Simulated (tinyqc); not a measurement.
Fermi velocity from one capacitance.

Problem. At zero temperature and without traps graphene has Cq = 2 q^3 phi/(pi hbar^2 vF^2), charge Cq phi/2, 1/C_G = 1/Cox + 1/Cq and Vg = phi + Cq phi/(2 Cox). Find Cq, phi, vF and n.

Constants: q = 1.602176634e-19 C, hbar = 1.054571817e-34 J s. Results are converted to the units shown.

Vg = 0.57994344 V
C_G = 3.6702720 uF/cm^2
Cox = 6.4635571 uF/cm^2

Solution. The series relation gives Cq, the voltage relation phi = Vg/(1 + Cq/(2 Cox)), and the formula for Cq then vF.

Cq = 8.493 uF/cm^2
phi = 0.3500 V
vF = 9.850e5 m/s
n = 9.276e12 cm^-2

Numbers from tinyqc (`OMP_NUM_THREADS=1 python tinyqc.py 2200019 2200020 out.jsonl`; about 0.01 s on one thread of a shared Intel Xeon 2.30GHz).
